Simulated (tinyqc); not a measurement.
## Abrupt p-n junction, non-linear Poisson equation by Newton steps: capacitance and field against bias

One dimension, p side on the left, n side on the right; net doping C = -Na for x < 0 and +Nd for x > 0. The potential psi is counted from the intrinsic level, and the quasi-Fermi potentials are flat: 0 for holes and -V for electrons, so n = ni exp((psi + V)/Vt) and p = ni exp(-psi/Vt) (Boltzmann statistics, full ionisation, no current). Under reverse bias this makes the minority densities vanishingly small everywhere; they play no part in the charge.

The Poisson equation d/dx(eps0 eps_r dpsi/dx) = -q (p - n + C) is solved on a mesh of more than 1000 nodes that ends in neutral material (psi_p = -Vt ln(Na/ni), psi_n = Vt ln(Nd/ni) - V). C_j = q d/dV of the integral of p over x, from the linearised equation. ni = sqrt(Nc Nv) exp(-Eg/(2 Vt)), Eg in volts. Depletion approximation: Vbi = Vt ln(Na Nd/ni^2), W = sqrt(2 eps0 eps_r (Vbi - V)(1/Na + 1/Nd)/q), xp = W Nd/(Na + Nd), xn = W Na/(Na + Nd), peak field 2 (Vbi - V)/W, capacitance eps0 eps_r/W. The last column applies it to an abrupt Na-Nd junction.

Parameters, values chosen for the exercise; band and dielectric values close to those of silicon: temperature T = 293 K; band gap Eg = 1.11 eV; relative permittivity eps_r = 11.5; conduction-band density of states at T Nc = 2.74e19 cm^-3; valence-band density of states at T Nv = 2.56e19 cm^-3; acceptor density of the p side Na = 1.3e18 cm^-3; donor density of the n side Nd = 6.3e16 cm^-3.

Constants: q = 1.602176634e-19 C, kB = 1.380649e-23 J/K, Vt = kB T/q, eps0 = 8.8541878128e-14 F/cm where lengths are in cm. Results are converted to the units shown.

Capacitance and field against bias:
```
V (V),peak |E| (kV/cm),C_j (nF/cm^2),1/C_j^2 (cm^4/uF^2),eps0 eps_r/C_j (nm),abrupt depletion C (nF/cm^2)
0.13,119.6,83.98,141.8,121.2,80.77
-0.11,135.9,72.30,191.3,140.8,70.31
-0.34,150.3,64.75,238.5,157.2,63.35
-0.58,164.2,58.96,287.6,172.7,57.91
-0.82,177.2,54.50,336.7,186.8,53.67
-1.05,188.9,51.05,383.7,199.4,50.38
-1.29,200.5,48.08,432.7,211.8,47.51
-1.53,211.4,45.57,481.7,223.5,45.08
-1.76,221.4,43.50,528.6,234.1,43.08
-2,231.4,41.61,577.6,244.7,41.24
```

With V going from 0.13 to -2 V, C_j falls from 84.0 to 41.6 nF/cm^2 and the peak field rises from 120 to 231 kV/cm. The slope of 1/C_j^2, read as N = 2/(q eps0 eps_r |slope|), gives 5.94e16 cm^-3 between the first two rows and 6.01e16 cm^-3 between the last two, against Na Nd/(Na + Nd) = 6.01e16 cm^-3; the slopes of all rows agree within 1 %, as for uniform doping at both edges. At the end C_j goes as (Vbi - V)^(-0.51) with Vbi = 0.881 V, and it is 0.89 % above the abrupt depletion formula (at the first row 4.0 % above it).

Program tinyqc, `OMP_NUM_THREADS=1 python tinyqc.py 2000010 2000011 out.jsonl`; Intel Xeon 2.30GHz, shared host, one thread, about 0.03 s.
